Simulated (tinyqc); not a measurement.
# Elastic strain and critical thickness of a cubic alloy layer A(1-x)B(x) on a thick substrate, step by step

A worked calculation. Computed by tinyqc, a small Python program that keeps every step. Command: `OMP_NUM_THREADS=1 python tinyqc.py 3012082 3012083 out.jsonl misfit walk`. One thread of a shared host (Intel(R) Xeon(R) Processor @ 2.30GHz), about 0.01 s of CPU time with the checks. Intermediate numbers are printed to about 5 digits and carried at full precision; extremes and crossings named in words are read from the listed rows.

Strain is positive in tension. The layer is coherent with the substrate unless said otherwise.

Inputs (values chosen for the exercise, modelled on Si(1-x)Ge(x) on Si):

| quantity | value | unit |
|---|---|---|
| fraction x of B | 0.11 | - |
| lattice constant a_A | 5.431 | angstrom |
| lattice constant a_B | 5.658 | angstrom |
| substrate lattice constant a_S | 5.431 | angstrom |
| layer thickness h | 29 | nm |
| biaxial modulus of the substrate M_S | 165 | GPa |
| substrate thickness t_S | 625 | micrometre |
| wafer diameter W | 300 | mm |
| X-ray wavelength | 1.540593 | angstrom |
| start of the iteration h0/b | 1000 | - |

Growth plane: (111). Layer: uncapped. Misfit dislocation: edge.

C11, C12, C44 of A (GPa): 167.1  62.75  78.1

C11, C12, C44 of B (GPa): 128  48.98  68.05

## Alloy by Vegard's rule, and misfit

a = (1 - x) a_A + x a_B, the same rule for each C_ij; misfit f = (a_S - a)/a, the in-plane strain of the coherent layer.

free lattice constant a = 5.45597 angstrom

elastic constants (GPa): C11 162.7990, C12 61.2353, C44 76.9945

misfit f = -0.0045766

The layer is compressed in the plane by 0.46 %.

## Biaxial strain, stress and energy

(111): D = 2 (C11 + 2 C12 - 2 C44)/(C11 + 2 C12 + 4 C44), M = 6 C44 (C11 + 2 C12)/(C11 + 2 C12 + 4 C44). The free surface carries no normal stress, so e_perp = -D f; dV/V = 2 f + e_perp; stress = M f; energy per area = M f^2 h (1 GPa nm = 1 J/m^2).

ratio D = 0.44258

normal strain e_perp = 0.0020255

volume strain dV/V = -0.0071277

biaxial modulus M = 222.14 GPa

in-plane stress = -1.0167 GPa

strain energy per area = 0.13493 J/m^2

## Symmetric X-ray reflection

Reflection 111: d = a_perp/sqrt(3), with a_perp = a (1 + e_perp) for the coherent layer, a for the relaxed layer and a_S for the substrate; sin(theta) = lambda/(2 d).

Bragg angles:

| crystal | a_perp (angstrom) | theta (degrees) | from substrate (arcsec) |
|---|---|---|---|
| substrate | 5.4310 | 14.221 | 0.00 |
| coherent layer | 5.4670 | 14.125 | -344.35 |
| relaxed layer | 5.4560 | 14.155 | -239.20 |

peak separation of the coherent layer = -344.35 arcsec

The coherent layer lies 1.44 times as far from the substrate peak as a relaxed one, about 1 + D = 1.44: reading its peak as relaxed would overstate the mismatch by that factor.

## Isotropic constants and the prefactor A

Voigt averages: G = (C11 - C12 + 3 C44)/5, B = (C11 + 2 C12)/3, nu = (3 B - 2 G)/(2 (3 B + G)); b = a/sqrt(2). Edge dislocation with b in the interface: cos alpha = 0, cos lambda = 1. Matthews-Blakeslee: h_c = A [ln(h_c/b) + 1], A = b (1 - nu cos^2 alpha)/(8 pi |f| (1 + nu) cos lambda), the factor 8 pi being that of an uncapped layer.

shear modulus G = 66.50944 GPa

Poisson ratio nu = 0.21640

Burgers vector b = 0.38580 nm

prefactor A = 2.7574 nm

## Critical thickness by fixed-point iteration

Start at h0, put the right side back in, and stop when the change is below 1e-9 h or h turns negative.

Iteration:

| step | h in (nm) | h out (nm) | change (nm) |
|---|---|---|---|
| 1 | 385.80 | 21.805 | -3.6399e+02 |
| 2 | 21.80 | 13.882 | -7.9224e+00 |
| 3 | 13.88 | 12.637 | -1.2450e+00 |
| 4 | 12.64 | 12.378 | -2.5909e-01 |
| 5 | 12.38 | 12.321 | -5.7120e-02 |
| 6 | 12.32 | 12.308 | -1.2754e-02 |
| 7 | 12.31 | 12.305 | -2.8557e-03 |
| ... | ... | ... | ... |
| 10 | 12.30 | 12.304 | -3.2129e-05 |
| 11 | 12.30 | 12.304 | -7.1999e-06 |
| 12 | 12.30 | 12.304 | -1.6135e-06 |
| 13 | 12.30 | 12.304 | -3.6156e-07 |
| 14 | 12.30 | 12.304 | -8.1025e-08 |
| 15 | 12.30 | 12.304 | -1.8157e-08 |
| 16 | 12.30 | 12.304 | -4.0689e-09 |

critical thickness h_c (Matthews-Blakeslee) = 12.304 nm

Converged; near the root each step shrinks the error by A/h_c = 0.224. h_c is 31.9 Burgers vectors. Caution: an edge dislocation with b in the interface cannot reach it by glide, so the force balance is formal for it.

## Equilibrium strain at the thickness h

For h > h_c the same force balance gives the strain left, |e| = |f| A [ln(h/b) + 1]/h, and below h_c e = f; relaxation = 1 - e/f; dislocations per length across each line direction = (|f| - |e|)/(b cos lambda), times 2/3 for the three line sets on (111).

strain left e = -0.0023149

relaxation = 49.419 %

dislocation line density = 3.9083 1/micrometre

h is 2.36 h_c: in equilibrium dislocations lie 256 nm apart; slow nucleation and glide can keep a real layer more strained.

## Wafer curvature of the coherent layer

Stoney: curvature = 6 |stress| h/(M_S t_S^2); radius = 1/curvature; bow = curvature W^2/8.

curvature = 0.0027446 1/m

radius of curvature = 364.35 m

bow = 30.877 micrometre

Caution: M_S is near the value for a (001) wafer; a (111) wafer is stiffer and bends less. Caution: the curvature assumes a coherent layer, but h exceeds h_c.

## Force balance against energy balance

People-Bean: h_c = P ln(h_c/b), P = (1 - nu)/(1 + nu) b^2/(16 pi sqrt(2) a f^2). The misfit is scaled by 0.25, 0.4, 0.6, 1, 1.5, 2.2 at fixed a, b and nu; the upper root is taken, and rows with A < 1.3 b or P < 3 b, where the roots shrink to the core size or vanish, are left out.

Critical thickness:

| \|f\| (%) | Matthews-Blakeslee (nm) | People-Bean (nm) | ratio |
|---|---|---|---|
| 0.1144 | 68.087 | 20552 | 301.85 |
| 0.1831 | 38.652 | 7261 | 187.85 |
| 0.2746 | 23.476 | 2929 | 124.78 |
| 0.4577 | 12.304 | 918 | 74.57 |
| 0.6865 | 7.224 | 359 | 49.63 |
| 1.0069 | 4.265 | 145 | 33.88 |

The exponents d ln h_c/d ln f are -1.20 and -2.21 between the first rows, steeper than the -1 and -2 of the prefactors because of the logarithm. The ratio falls from 302 to 33.9 as the misfit grows. Where People-Bean lies above, a layer between the lines is metastable: dislocations would lower the energy but have to be nucleated.

Checks made by the program: D and M against the full stiffness tensor (relative difference below 1e-10); h_c against the Lambert function, -A W_(-1)(-b/(A e)) (relative difference 1e-10).
